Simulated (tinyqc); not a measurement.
Double-gate transistor, scale length and short-channel effects: two steps of the calculation.

A body of thickness ts between two insulators of thickness ti and two tied gates. Below threshold the potential that source and drain add obeys Laplace's equation and vanishes on the gate. Its lowest mode decays along the channel as exp(-k y); k is the smallest positive root of the matching condition at the interface, and the scale length is Lambda = pi/k.

Values chosen for this exercise; permittivities: semiconductor made up, insulator close to that of silicon nitride: relative permittivity of the semiconductor eps_r = 17.3; relative permittivity of the insulator ei = 7.17; insulator thickness ti = 2.4 nm; body thickness ts = 9.7 nm.

Question 1. Scan of the matching condition. f(k) = ei cos(k ti) cos(k ts/2) - eps_r sin(k ti) sin(k ts/2).

k, point 0 to 7 (1/nm): 0.025  0.05  0.075  0.1  0.125  0.15  0.175  0.2

Find: f(k).

Answer 1.

f(k), point 0 to 7: 6.979  6.413  5.491  4.244  2.716  0.959  -0.967  -2.995

The first change of sign lies between k = 0.15 and 0.175 1/nm.

Question 2. Decay constant by Newton steps. f(k) = ei cos(k ti) cos(k ts/2) - eps_r sin(k ti) sin(k ts/2); f' by a central difference with +/- 1e-5 1/nm; k(new) = k - f/f'.

k at the start = 0.15 1/nm

Find: f; f'; k after iteration 1.

Answer 2.

f = 0.9588
f' = -74.09 nm
k after iteration 1 = 0.1629 1/nm

tinyqc, about 0.01 s, one thread, Intel Xeon 2.30GHz (shared host): `OMP_NUM_THREADS=1 python tinyqc.py 2420039 2420040 out.jsonl`
